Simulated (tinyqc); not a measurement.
Inside a calculation. Method: UHF in the 6-311g basis, for H2, spin multiplicity 1. One step of it, computed by the program tinyqc.

Problem. Iteration 2: DIIS coefficients. Solve [B -1; -1 0][c; lambda] = [0; -1] for the coefficients, which sum to one.

B (overlaps of the stored error matrices):
```
,1,2
1,1.8571893e+00,3.1676344e-01
2,3.1676344e-01,6.8399618e-02
```

Give: DIIS coefficients.

Solution.

DIIS coefficients: -0.1922  1.1922
